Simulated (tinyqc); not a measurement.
## Threshold of a short bulk MOSFET: charge sharing, barrier lowering, narrow width: effect of the junction depth

n-channel device on a p-type body, depletion approximation, full ionisation. Uniform doping N = Na. Vbi from Boltzmann statistics is rough for the degenerate source. Cox = eps0 eox/tox.

ni = sqrt(Nc Nv) exp(-Eg/(2 Vt)), Eg in volts; 2 pB = 2 Vt ln(N/ni); flat band Vfb - Vt ln(N/Na); Wd = sqrt(2 eps0 eps_r (2 pB - Vbs)/(q N)); body term q N Wd/Cox; long-channel VT0 = flat band + 2 pB + body term; Vbi = Vt ln(N Nsd/ni^2); scale length l = sqrt((eps_r/eox) tox Wd). Charge sharing (trapezoid; it ignores Vds): F = (xj/L)(sqrt(1 + 2 Wd/xj) - 1), lowering = body term times F. Barrier lowering: th = exp(-L/(2 l)) + 2 exp(-L/l), lowering = th [2 (Vbi - 2 pB) + Vds], DIBL = th. Narrow width: rise = body term times xw Wd/W. VT by each model = VT0 - lowering + rise. DIBL under 0.001 mV/V is printed as 0.

Values chosen for this exercise; band and dielectric values close to those of silicon: temperature T = 300 K; band gap Eg = 1.13 eV; relative permittivity eps_r = 11.9; conduction-band density of states at T Nc = 2.83e19 cm^-3; valence-band density of states at T Nv = 2.65e19 cm^-3; relative permittivity of the gate insulator (close to silicon dioxide) eox = 3.9; insulator thickness tox = 12 nm; channel doping Na = 6.9e17 cm^-3; source and drain doping Nsd = 1e20 cm^-3; flat-band voltage for the doping Na Vfb = -0.97 V; body-source voltage Vbs = 0 V; drain-source voltage Vds = 1 V; gate width W = 710 nm; shape factor of the fringing depletion at the width edges xw = 1.5708; channel length L = 530 nm.

Constants: q = 1.602176634e-19 C, kB = 1.380649e-23 J/K, Vt = kB T/q, eps0 = 8.8541878128e-14 F/cm where lengths are in cm. Results are converted to the units shown.

The same in every row: N (cm^-3) = 6.900e17; VT0 (V) = 1.596; L/l = 13.46; DIBL (mV/V) = 1.195; VT, barrier lowering (V) = 1.746.

Results:
```
xj (nm),F,"VT, charge sharing (V)"
5,0.03051,1.698
8.5,0.03705,1.688
14,0.04370,1.677
24,0.05106,1.665
41,0.05806,1.653
70,0.06423,1.643
200,0.07283,1.629
```

Estimate the missing row, xj = 120 nm.

Computed row:
```
xj (nm),F,"VT, charge sharing (V)"
120,0.06926,1.635
```

With this row back in the table: As xj goes from 5 to 200, VT0 stays at 1.60 V, DIBL stays at 1.20 mV/V, F rises from 0.0305 to 0.0728 and VT by barrier lowering stays at 1.75 V. The junction depth enters only the charge-sharing model.

Computed by the program tinyqc: `OMP_NUM_THREADS=1 python tinyqc.py 2002086 2002087 out.jsonl`, one thread of a shared Intel Xeon 2.30GHz, about 0.01 s for the whole run.
